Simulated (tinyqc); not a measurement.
Classical nucleation, growth and JMAK kinetics of crystallisation from a melt or glass: one step, computed by the program tinyqc. Command: `OMP_NUM_THREADS=1 python tinyqc.py 3017833 3017834 out.jsonl nucl walk`. One thread of a shared host (Intel(R) Xeon(R) Processor @ 2.30GHz), about 0.01 s of CPU time with the checks.

A spherical nucleus cap on a flat wall with a sharp interface of isotropic energy gamma; lambda = Omega^(1/3) is the jump distance.

Question. Fraction transformed and grain size. JMAK with steady nucleation and growth, nuclei spread at random: extended fraction X_e = (pi/3) I u^3 t^4, X = 1 - exp(-X_e); t_X = [-3 ln(1 - X)/(pi I u^3)]^(1/4); final grains per volume = Gamma(5/4) (3/pi)^(1/4) (I/u)^(3/4), Gamma(5/4) = 0.9064024771. Grain size = (grains per volume)^(-1/3).

Inputs (values chosen for the exercise, for a model substance):
```
quantity                    value        unit
atomic volume Omega          20.3  angstrom^3
temperature T                1300           K
wall area per volume S_v  1.8e+07         1/m
time t                    0.00024           s
```

Nucleation: on a flat wall. Driving force: Turnbull (linear).

nucleation rate I = 8.522334e+30 1/(m^3 s)

growth velocity u = 0.001279134 m/s

Give: extended fraction; fraction X at t; half time t_0.5; grains per volume; grain size.

Answer.

extended fraction = 6.197e+07

fraction X at t = 1

half time t_0.5 = 2.468e-06 s

grains per volume = 2.090e+25 1/m^3

grain size = 0.003631 micrometre

t is 97 half times: the change is complete. Caution: homogeneous nucleation, left out here, would be as fast or faster: the wall offers too few sites or too small a cut in the barrier. Caution: homogeneous nucleation, left out here, would be as fast or faster. Caution: grains come out smaller than the spacing of the walls, so nuclei are not spread at random as JMAK assumes.
